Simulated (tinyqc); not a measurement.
## Crystallisation kinetics and data retention of a phase-change cell: kissinger analysis

Johnson-Mehl-Avrami-Kolmogorov law X = 1 - exp(-y^n), y = integral of k dt, k = (1/100 s) exp[-(Ec q/kB)(1/T - 1/T1)].

Tp is the temperature of the largest dX/dt on a ramp of rate b (b in K/min in the logarithm).

Inputs (values chosen for the exercise); values of the order of Ge-Sb-Te and related chalcogenides:
```
symbol  value  unit                                       meaning
Ec       1.94    eV          activation energy of crystallisation
T1        430     K  temperature at which the rate k is 1/(100 s)
n         1.5                                     Avrami exponent
```

Constants: q = 1.602176634e-19 C, kB = 1.380649e-23 J/K. Results are converted to the units shown.

Kissinger analysis:

| b (K/min) | Tp (K) | q/kB Tp (1/eV) | ln(b/Tp^2) | X at the peak |
|---|---|---|---|---|
| 0.5 | 412.8 | 28.11 | -12.74 | 0.6235 |
| 1 | 417.9 | 27.77 | -12.07 | 0.6234 |
| 2 | 423.1 | 27.43 | -11.40 | 0.6233 |
| 5 | 430.3 | 26.97 | -10.52 | 0.6231 |
| 10 | 435.8 | 26.63 | -9.852 | 0.6230 |
| 20 | 441.5 | 26.28 | -9.185 | 0.6229 |
| 50 | 449.3 | 25.83 | -8.303 | 0.6228 |
| 100 | 455.4 | 25.48 | -7.637 | 0.6226 |

Tp rises from 413 to 455 K. The slope of ln(b/Tp^2) against q/kB Tp between the end rows is -1.939 eV, against Ec = 1.94 eV, and X at the peak stays near 1 - 1/e = 0.632 (0.623 to 0.623).

Range of the model: One Arrhenius rate is assumed; incubation, growth from the boundary and the non-Arrhenius kinetics of the supercooled liquid are left out.

tinyqc, about 0.01 s, one thread, Intel Xeon 2.30GHz (shared host): `OMP_NUM_THREADS=1 python tinyqc.py 2490045 2490046 out.jsonl`
